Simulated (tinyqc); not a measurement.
# Frequency dispersion of an accumulation capacitance by border traps, distributed model: what changes with what

Traps spread evenly through the insulator exchange electrons with the semiconductor by tunnelling, with tau(x) = t0 exp(2 ka x) at depth x from the interface. The admittance per area Y seen at depth x obeys dY/dx = -Y^2/(i w eps0 eox) + q Nb ln(1 + i w tau)/tau, with Y(0) = i w Cs and w = 2 pi f; the gate sees Y(tox) = G + i w C. Working variable y = Y/(i w), in uF/cm^2. Cox = eps0 eox/tox.

Values chosen for this exercise; permittivity close to that of silicon dioxide: relative permittivity of the insulator eox = 3.92; insulator thickness tox = 5.2 nm; semiconductor capacitance in accumulation Cs = 3.2 uF/cm^2; density of border traps Nb = 4.6e19 cm^-3 eV^-1; decay constant of the wave function in the insulator ka = 5 1/nm; time constant of a trap at the interface t0 = 1e-11 s; frequency f = 10000 Hz.

Constants: q = 1.602176634e-19 C, eps0 = 8.8541878128e-14 F/cm where lengths are in cm. Results are converted to the units shown.

Each table varies one quantity; the others keep the values above.

## Capacitance and loss against frequency

Cox; trap-free value 1/(1/Cox + 1/Cs); response depth d = ln(1/(w t0))/(2 ka), where w tau = 1; lumped estimate: all traps within d act as C_bt = q Nb d placed at d/2, so C = 1/{1/[1/(1/Cs + d/(2 eps0 eox)) + C_bt] + (tox - d/2)/(eps0 eox)}. C and G from a fine integration; dispersion -d C/d log10 f over C, from f times and over 1.1. For a broad spread of time constants G/w is close to -(pi/2) dC/d ln w.

The same in every row: trap-free C (uF/cm^2) = 0.5523.

Results:
```
f (Hz)  d (nm)  C (uF/cm^2)  G/w (uF/cm^2)  dispersion (% a decade)  -(pi/2) dC/d ln w (uF/cm^2)  lumped C (uF/cm^2)
10       2.119       0.6999        0.01870                    3.911                      0.01867              0.6634
1000     1.658       0.6510        0.01478                    3.324                      0.01476              0.6294
10000    1.428       0.6307        0.01304                    3.027                      0.01302              0.6143
1e5      1.198       0.6128        0.01140                    2.724                      0.01139              0.6005
1e6     0.9675       0.5973       0.009845                    2.414                     0.009834              0.5880
1e7     0.7372       0.5839       0.008359                    2.096                     0.008349              0.5770
```

Estimate the missing row, f = 100 Hz.

Computed row:
```
f (Hz)  d (nm)  C (uF/cm^2)  G/w (uF/cm^2)  dispersion (% a decade)  -(pi/2) dC/d ln w (uF/cm^2)  lumped C (uF/cm^2)
100      1.889       0.6740        0.01666                    3.617                      0.01663              0.6458
```

With this row back in the table: C falls from 0.6999 to 0.5839 uF/cm^2, towards the trap-free 0.5523; each decade of frequency removes ln 10/(2 ka) = 0.230 nm from the response depth. The dispersion falls from 3.91 to 2.10 % a decade and G/w falls from 0.0187 to 0.00836 uF/cm^2. G/w stays at 1.00 times -(pi/2) dC/d ln w, the relation for a broad spread of time constants.

## Effect of the insulator thickness

Same model as above.

The same in every row: d (nm) = 1.428.

Results:
columns A: tox (nm); B: C (uF/cm^2); C: G/w (uF/cm^2); D: dispersion (% a decade); E: -(pi/2) dC/d ln w (uF/cm^2); F: lumped C (uF/cm^2); G: trap-free C (uF/cm^2)
```
A         B         C       D         E       F       G
2     1.504   0.07258   7.128   0.07315   1.417   1.125
2.8   1.118   0.04099   5.352   0.04081   1.068  0.8935
3.9  0.8256   0.02235   3.959   0.02230  0.7979  0.6963
5.4  0.6086   0.01214   2.921   0.01213  0.5933  0.5352
7.5  0.4448  0.006485   2.137  0.006484  0.4366  0.4043
14   0.2427  0.001930   1.167  0.001931  0.2402  0.2301
20   0.1710  9.578e-4  0.8220  9.587e-4  0.1697  0.1646
```

Estimate the missing row, tox = 10 nm.

Computed row:
columns A: tox (nm); B: C (uF/cm^2); C: G/w (uF/cm^2); D: dispersion (% a decade); E: -(pi/2) dC/d ln w (uF/cm^2); F: lumped C (uF/cm^2); G: trap-free C (uF/cm^2)
```
A        B         C      D         E       F       G
10  0.3369  0.003720  1.619  0.003721  0.3321  0.3131
```

With this row back in the table: As tox goes from 2 to 20, C falls from 1.50 to 0.171 uF/cm^2, the dispersion falls from 7.13 to 0.822 % a decade and G/w falls from 0.0726 to 9.58e-4 uF/cm^2. The lumped estimate is 5.8 % below C in the first row and 0.72 % below it in the last.

Program tinyqc, `OMP_NUM_THREADS=1 python tinyqc.py 2202013 2202014 out.jsonl`; Intel Xeon 2.30GHz, shared host, one thread, about 0.6 s.
